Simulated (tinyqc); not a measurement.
Metal gate on a two-layer dielectric stack with fixed charge and a dipole: one step of the calculation.

Gate, layer 2, layer 1, p-type semiconductor; x runs from the gate inwards. Charges are counted in units of +q. psi is the band bending at the surface, positive towards inversion. Classical charge, Boltzmann statistics, no interface traps.

Problem. Threshold voltage. ni = sqrt(Nc Nv) exp(-Eg/(2 Vt)), Eg in volts, pB = Vt ln(Na/ni), Vth = Vfb + 2 pB + sqrt(4 q eps0 eps_r Na pB)/Cox.

Parameters, values chosen for the exercise; band and dielectric values close to those of silicon, layer 1 close to silicon nitride, layer 2 close to aluminium oxide:
- T = 250 K (temperature)
- Eg = 1.13 eV (band gap)
- eps_r = 11.5 (relative permittivity)
- Nc = 2.09e19 cm^-3 (conduction-band density of states at T)
- Nv = 2.02e19 cm^-3 (valence-band density of states at T)
- Na = 7.2e16 cm^-3 (acceptor density)

Constants: q = 1.602176634e-19 C, kB = 1.380649e-23 J/K, Vt = kB T/q, eps0 = 8.8541878128e-14 F/cm where lengths are in cm. Results are converted to the units shown.

Vfb = -0.061396419 V
Cox = 3.7535267 uF/cm^2

Wanted: ni; pB; depletion charge; Vth.

Solution.

ni = 8.372e7 cm^-3
pB = 0.4432 V
depletion charge = 0.1443 uC/cm^2
Vth = 0.8634 V

tinyqc, about 0.01 s, one thread, Intel Xeon 2.30GHz (shared host): `OMP_NUM_THREADS=1 python tinyqc.py 2010165 2010166 out.jsonl`
